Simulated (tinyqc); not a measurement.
# Worked calculation: MOSFET in saturation, small-signal circuit and noise

Computed by the program tinyqc: `OMP_NUM_THREADS=1 python tinyqc.py 2150124 2150125 out.jsonl`, one thread of a shared Intel Xeon 2.30GHz, about 0.01 s for the whole run. Printed values are rounded.

Bias by the inversion coefficient IC = I/Ispec (charge-based model with velocity saturation; weak inversion below 0.1, strong above 10). Common-source circuit: gm, gds, Cgs, Cgd and Cj at the inner nodes, Rg in series with the gate; quasi-static, no source or drain resistance, no gate-body capacitance, no substrate network, no induced gate noise, so fmax is an upper estimate.

Values chosen for this exercise: temperature T = 273 K; gate length L = 90 nm; total gate width W = 40 um; gate capacitance Cox = 1.13 uF/cm^2; mobility mu = 440 cm^2/(V s); slope factor n = 1.34; velocity-saturation length Ls = 25 nm; ratio gds/gm sg = 0.064; overlap and fringe capacitance per side Cov = 0.26 fF/um; drain junction capacitance Cj = 0.86 fF/um; sheet resistance of the gate Rsh = 15 ohm; finger width Wf = 1 um; gate contact and vertical resistance Rc = 50 ohm um; inversion coefficient IC = 11; short-channel excess of the noise factor gw = 0.04; oxide trap density Nt = 3.1e17 cm^-3 eV^-1; tunnelling length into the oxide lt = 0.1 nm; Coulomb scattering coefficient ac = 0 V s/C; signal frequency f = 2 GHz.

Constants: q = 1.602176634e-19 C, kB = 1.380649e-23 J/K, Vt = kB T/q. Results are converted to the units shown.

Range of the model: fmax exceeds 4 fT, where channel resistance and substrate losses, left out here, would cap it.

## Current, transconductance and gain

Ispec = 2 n mu Cox (W/L) Vt^2, lc = Ls/L, gms = [sqrt((lc IC + 1)^2 + 4 IC) - 1]/[2 + lc (lc IC + 1)], gm = gms Ispec/(n Vt), gds = sg gm.

Ispec = 327.7589 uA
I = 3605.348 uA
gms = 2.166866
gm = 22.52922 mS
gds = 1.441870 mS
gm/I = 6.248835 1/V

gm/I is 19.7 % of its weak-inversion limit 1/(n Vt); without velocity saturation (lc = 0) gms would be 2.85.

## Capacitances, gate resistance and cut-off frequencies

qs = [sqrt(1 + 4 IC) - 1]/2, Cgs = Cox W L qs (2 qs + 3)/(3 (qs + 1)^2) + Cov W, Cgd = Cov W, Cd = Cj W, Rg = Rsh (Wf/L)/(12 Nf) + Rc/W with Nf = W/Wf fingers (not rounded) contacted at both ends. fT = gm/(2 pi (Cgs + Cgd)), fmax = fT/(2 sqrt(Rg (gds + 2 pi fT Cgd))).

Cgs = 33.08879 fF
Cgd = 10.4 fF
Cd = 34.4 fF
Rg = 1.597222 ohm
fT = 82.44969 GHz
fmax = 394.7118 GHz

Overlap and fringe make up 47.8 % of the gate capacitance; fmax is 4.79 times fT.

## Admittance matrix

Inner admittances at w = 2 pi f: y11 = i w (Cgs + Cgd), y12 = -i w Cgd, y21 = gm - i w Cgd, y22 = gds + i w (Cgd + Cd). Invert to Z, add Rg to Z11 and invert back to Y.

inner y (mS):
```
	1	2
1	0.00000+0.54650i	0.00000-0.13069i
2	22.52922-0.13069i	1.44187+0.56297i
```

Y with Rg (mS):
```
	1	2
1	0.00048+0.54650i	-0.00011-0.13069i
2	22.52909-0.15036i	1.44190+0.56768i
```

## Current gain and unilateral power gain

|h21| = |Y21/Y11|; U = |Y21 - Y12|^2/(4 [Re Y11 Re Y22 - Re Y12 Re Y21]). Extrapolated at 20 dB a decade: f |h21| and f sqrt(U).

|h21| = 41.22554
U = 38949.36
f |h21| = 82.45108 GHz
f sqrt(U) = 394.7118 GHz

f |h21| is within 0.01 % of the formula for fT, and f sqrt(U) within 0.01 % of that for fmax.

## Noise at the gate

Channel noise Sid = 4 kB T gam n gm with gam = (1/2 + (2/3) qs)/(1 + qs) + gw lc IC, qs = [sqrt(1 + 4 IC) - 1]/2, lc = Ls/L (the last term an empirical rise with velocity saturation); at the gate, white noise Sw = Sid/gm^2 + 4 kB T Rg. Number fluctuation with correlated mobility: S(f) = K/f, K = q^2 Vt lt Nt/(W L Cox^2) (1 + ac mu Cox I/gm)^2, Vt in eV with Nt per eV. Corner fc = K/Sw. Full shot noise would be 2 q I.

gam = 0.7456449
Sid = 3.393822e-22 A^2/Hz
Sid/(2 q I) = 0.2937660
sqrt(Sw) = 0.8323024 nV/Hz^0.5
K = 4.072477e-11 V^2
fc = 58.78904 MHz

The gate resistance gives 3.5 % of the white noise power.
